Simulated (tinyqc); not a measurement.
Exchange-only LDA atom on a uniform radial grid, spin-unpolarised, for Be(2+), step by step. Computed by tinyqc, a small Python program that keeps every step. Settings: Z = 4, points = 256, R = 6.0, functional = Slater exchange alone, mixing = 0.4, iteration cap = 63. Command: `OMP_NUM_THREADS=1 python tinyqc.py 27931 27932 out.jsonl` (the two numbers bound the seeds that draw the settings). One thread of a shared host (Intel(R) Xeon(R) Processor @ 2.60GHz), about 0.4 s of CPU time with the checks. Later iterations appear only in the table of the cycle.

## Iteration 1

Spherical atom on a uniform radial grid r_j = j h with h = R/(N + 1), h sum u^2 = 1 and integrals as h times sums, u(0) = u(R) = 0 (atomic units):
```
parameter           value
Z                       4
points N              256
R                6.000000
h                0.023346
mixing           0.400000
electrons in 1s         2
```

Three-point differences turn -u''/2 + [l(l+1)/2r^2 - Z/r + V] u = e u into a tridiagonal matrix (diagonal 1/h^2 + potential, off-diagonal -1/2h^2). D = sum f u^2; the Hartree potential y/r solves y'' = -D/r with y(0) = 0, y(R) = N_e; v_xc comes from rho = D/(4 pi r^2); E = sum f e - int D V + int D (V_H/2 + eps_xc); V(new) = V + mixing (V_H + v_xc - V).

eigenvalues (hartree): 1s -7.9826

Every 16th grid point:
```
r         V in     u(1s)         D     V_H       v_xc
0.3735  0.0000    1.3414    3.5985  4.6803    -1.2514
0.7471  0.0000    0.6034    0.7282  2.6498    -0.4628
1.1206  0.0000    0.2036    0.0829  1.7835    -0.1712
1.4942  0.0000    0.0611    0.0075  1.3385    -0.0633
1.8677  0.0000    0.0172    0.0006  1.0708    -0.0234
2.2412  0.0000    0.0046  4.29e-05  0.8924    -0.0087
2.6148  0.0000    0.0012  2.96e-06  0.7649    -0.0032
2.9883  0.0000  3.13e-04  1.95e-07  0.6693    -0.0012
3.3619  0.0000  7.91e-05  1.25e-08  0.5949  -4.38e-04
3.7354  0.0000  1.98e-05  7.81e-10  0.5354  -1.62e-04
4.1089  0.0000  4.89e-06  4.78e-11  0.4867  -5.99e-05
4.4825  0.0000  1.20e-06         0  0.4462  -2.22e-05
4.8560  0.0000  2.92e-07         0  0.4119     0.0000
5.2296  0.0000  7.06e-08         0  0.3824     0.0000
5.6031  0.0000  1.62e-08         0  0.3569     0.0000
5.9767  0.0000  6.69e-10         0  0.3346     0.0000
```

total energy = -13.110814 hartree

## Iteration 2

As before.

eigenvalues (hartree): 1s -6.5680

Every 16th grid point:
```
r         V in     u(1s)         D     V_H       v_xc
0.3735  1.3716    1.3301    3.5382  4.5994    -1.2444
0.7471  0.8748    0.6461    0.8349  2.6408    -0.4844
1.1206  0.6449    0.2398    0.1150  1.7827    -0.1909
1.4942  0.5101    0.0799    0.0128  1.3384    -0.0758
1.8677  0.4190    0.0251    0.0013  1.0708    -0.0302
2.2412  0.3535    0.0076  1.16e-04  0.8924    -0.0121
2.6148  0.3047    0.0023  1.01e-05  0.7649    -0.0048
2.9883  0.2672    0.0007  8.56e-07  0.6693    -0.0019
3.3619  0.2378  1.87e-04  7.03e-08  0.5949    -0.0008
3.7354  0.2141  5.31e-05  5.64e-09  0.5354  -3.13e-04
4.1089  0.1947  1.49e-05  4.45e-10  0.4867  -1.26e-04
4.4825  0.1785  4.16e-06  3.46e-11  0.4462  -5.08e-05
4.8560  0.1647  1.15e-06         0  0.4119  -2.05e-05
5.2296  0.1530  3.17e-07         0  0.3824     0.0000
5.6031  0.1428  8.17e-08         0  0.3569     0.0000
5.9767  0.1339  3.57e-09         0  0.3346     0.0000
```

total energy = -13.210861 hartree

## Convergence

Stop when input and output potentials agree to 1e-7.

Course of the cycle (hartree):
```
iteration           E    e(1s)  largest |V(out) - V(in)|
1          -13.110814  -7.9826                  4.88e+00
2          -13.210861  -6.5680                  2.72e+00
3          -13.245453  -5.7686                  1.51e+00
4          -13.256667  -5.3155                  8.33e-01
5          -13.260149  -5.0581                  4.61e-01
6          -13.261202  -4.9113                  2.56e-01
7          -13.261516  -4.8275                  1.43e-01
8          -13.261608  -4.7794                  8.03e-02
9          -13.261636  -4.7518                  4.55e-02
10         -13.261644  -4.7359                  2.59e-02
11         -13.261646  -4.7267                  1.49e-02
...               ...      ...                       ...
24         -13.261647  -4.7139                  1.50e-05
25         -13.261647  -4.7139                  8.89e-06
26         -13.261647  -4.7139                  5.29e-06
27         -13.261647  -4.7139                  3.15e-06
28         -13.261647  -4.7139                  1.88e-06
29         -13.261647  -4.7139                  1.12e-06
30         -13.261647  -4.7139                  6.67e-07
31         -13.261647  -4.7139                  3.97e-07
32         -13.261647  -4.7139                  2.37e-07
33         -13.261647  -4.7139                  1.41e-07
34         -13.261647  -4.7139                  8.44e-08
```

Converged in 34 iterations. A uniform grid resolves the cusp poorly: for a bare nucleus this grid gives 1s at -7.98263 against -Z^2/2 = -8 hartree. Before convergence this energy mixes input and output and is not variational, so it may rise towards its limit.
